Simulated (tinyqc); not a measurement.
Strained Delta valleys, repopulation and conductivity mass: two steps of the calculation.

A cubic crystal with three pairs of conduction valleys along x, y and z under uniaxial stress X along [110] (X > 0 is tension); current along [-110]. Non-degenerate electrons, fixed total density, one relaxation time for all valleys and stresses, masses unchanged by strain, so the mobility goes as the mean inverse mass.

Values chosen for this exercise; values close to those of silicon:
```
symbol,value,unit,meaning
s11,7.9,1/TPa,compliance
s12,-2.16,1/TPa,compliance
s44,12.3,1/TPa,compliance
ml,0.95,m0,longitudinal mass
mt,0.189,m0,transverse mass
X,-530,MPa,uniaxial stress (tension positive)
```

Problem 1. Strain tensor. Stress s_ij = X a_i a_j with a the unit vector along [110]; strain e_ii = s11 s_ii + s12 (s_jj + s_kk), e_ij = s44 s_ij/2.

Find: strain.

Solution 1.

strain (%):
```
         x        y       z
x  -0.1521  -0.1630  0.0000
y  -0.1630  -0.1521  0.0000
z   0.0000   0.0000  0.1145
```

Problem 2. Conductivity mass and mobility. Inverse mass along the current d = [-110]: (n.d)^2/ml + (1 - (n.d)^2)/mt; mu/mu0 = sum f (1/m) over the plain mean of 1/m.

share f, valley x to z: [0.42123809, 0.42123809, 0.15752381]

Give: 1/m along d; conductivity mass; unstrained value; mu/mu0.

Solution 2.

1/m along d, valley x to z (1/m0): [3.172, 3.172, 5.291]
conductivity mass = 0.2853 m0
unstrained value = 0.2579 m0
mu/mu0 = 0.9039

The possible range, all electrons in one kind of valley, is 0.818 to 1.36.

Range of the model: Shear strain also changes the transverse masses of these valleys, which is left out.

Program tinyqc, `OMP_NUM_THREADS=1 python tinyqc.py 2530033 2530034 out.jsonl`; Intel Xeon 2.30GHz, shared host, one thread, about 0.01 s.
